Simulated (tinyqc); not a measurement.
Worked calculation: nucleation and growth of vacancy voids in a cooling silicon-like crystal. Computed by tinyqc, a small Python program that keeps every step. Command: `OMP_NUM_THREADS=1 python tinyqc.py 3017278 3017279 out.jsonl voids walk`. One thread of a shared host (Intel(R) Xeon(R) Processor @ 2.30GHz), about 0.4 s of CPU time with the checks. Intermediate numbers are printed to about 5 digits and carried at full precision; extremes and crossings named in words are read from the listed rows.

Spherical voids; vacancies are lost only to voids.

Inputs (values chosen for the exercise, for a model crystal): vacancy density at the melting point C_m = 4.9e+14 1/cm^3; formation energy E_f = 3.96 eV; melting point T_m = 1685 K; diffusion prefactor D0 = 0.00085 cm^2/s; migration energy E_m = 0.46 eV; site density rho = 5e+22 1/cm^3; void surface energy gamma = 0.983 J/m^2; cooling rate q = 2.2 K/min; ratio (V/G)/xi_c = 1.49; limit of the excess at high V/G = 1.3e+14 1/cm^3; temperature of the worked step T = 1385 K; temperature step = 0.2 K.

Vacancy supply: from V/G.

Constants: k_B = 8.617333262e-05 eV/K; k_B = 1.380649e-23 J/K; e = 1.602176634e-19 C.

## Vacancy excess

C = C_x (u - 1)/(u + 0.2) with u = (V/G)/xi_c, a form chosen for the exercise.

initial excess C = 3.7692e+13 1/cm^3

## Nucleation rate at T with the initial excess

C_e = C_m exp[-(E_f/k_B)(1/T - 1/T_m)]; D = D0 exp(-E_m/(k_B T)); f = k_B T ln(C/C_e); r* = 2 gamma/(rho f); W* = 16 pi gamma^3/(3 rho^2 f^2); Z = f/sqrt(12 pi W* k_B T); I = rho Z (4 pi r* D C) exp(-W*/(k_B T)).

C_e = 1.3325e+12 1/cm^3

D = 1.8012e-05 cm^2/s

driving force f = 0.39892 eV

critical radius r* = 0.61521 nm

W*/(k_B T) = 81.498

rate I = 6.3833e-12 1/(cm^3 s)

Cooling by 10 K multiplies I by 8800: nucleation switches on within a narrow range of temperature.

## Cooling through the nucleation range

March down from 1500 K in steps dT, dt = dT/q, with values at the upper end of each step: a class of I dt voids is born with r*; then all classes grow by r^2 += 2 D (C - C_e) dt/rho; C falls by the vacancies added to voids. Stop at 1150 K. T_n is the T of the largest I, N the final count (classes under 1e-6 /cm^3 are dropped), and the mean radius the number average.

Rows around the peak of I:
```
T (K)  C (1/cm^3)  C_e (1/cm^3)  I (1/(cm^3 s))  voids (1/cm^3)  mean radius (nm)
1356   3.7692e+13    6.5537e+11      3.8105e-02      1.5831e+00             9.675
1346   3.7692e+13    5.0950e+11      9.9240e+00      4.8475e+02            10.232
1336   3.7662e+13    3.9460e+11      1.1602e+03      6.6621e+04            10.807
1331   3.7398e+13    3.4677e+11      8.5228e+03      5.6869e+05            11.268
1328   3.6694e+13    3.2075e+11      1.9571e+04      1.6686e+06            11.934
1326   3.5647e+13    3.0444e+11      2.4156e+04      2.8802e+06            12.813
1324   3.3936e+13    2.8891e+11      1.9736e+04      4.1312e+06            14.238
1322   3.1584e+13    2.7413e+11      1.0132e+04      4.9737e+06            16.215
1320   2.8813e+13    2.6007e+11      3.3770e+03      5.3389e+06            18.472
1317   2.4417e+13    2.4024e+11      3.3223e+02      5.4611e+06            21.611
1314   2.0227e+13    2.2185e+11      1.6628e+01      5.4710e+06            24.030
```

temperature of peak nucleation T_n = 1326 K

void density N = 5.4714e+06 1/cm^3

mean radius = 31.700 nm

vacancies left at 1150 K = 4.0758e+09 1/cm^3

I rises as supersaturation builds and collapses once the first voids have drawn C down by 5 % at the peak. Nearly all the excess then goes into these voids: [3 C/(4 pi rho N)]^(1/3) = 32.0 nm.

## Cooling rate

The formulas are those given above.

At fixed C:
```
q (K/min)  T_n (K)  N (1/cm^3)  mean radius (nm)
0.22        1339.0  1.7925e+05            99.284
0.55        1334.0  6.9858e+05            63.041
1.10        1330.0  1.9550e+06            44.705
2.20        1326.0  5.4714e+06            31.700
4.40        1321.4  1.5312e+07            22.477
8.80        1316.8  4.2841e+07            15.937
22.00       1310.0  1.6676e+08            10.118
```

Over the rows N goes as q^1.48 and the radius as q^-0.50, near the 3/2 and -1/2 of the scaling argument (depletion time 1/(4 pi N r D) equal to the time in the nucleation range, at fixed N r^3). T_n drops only 29 K for a factor 100 in q. Fast cooling gives many small voids, which an anneal can dissolve.

## Vacancy excess varied

The formulas are those given above.

At fixed q:
```
C (1/cm^3)  T_n (K)  N (1/cm^3)  mean radius (nm)
1.50e+13     1278.2  1.1208e+07            18.330
2.30e+13     1300.0  8.0352e+06            23.635
3.80e+13     1326.4  5.4369e+06            31.853
6.00e+13     1351.0  3.8123e+06            41.781
9.40e+13     1375.8  2.6904e+06            54.539
```

More vacancies nucleate earlier (T_n rises by 98 K) and give fewer, larger voids: N goes as C^-0.78 and the radius as C^0.59, steeper than the -1/2 and +1/2 of the scaling argument at fixed D, because D rises with T_n.

Checks made by the program: Z against the curvature of W(n) (relative difference below 1e-10); N against a run with half the step (relative difference 2e-03).
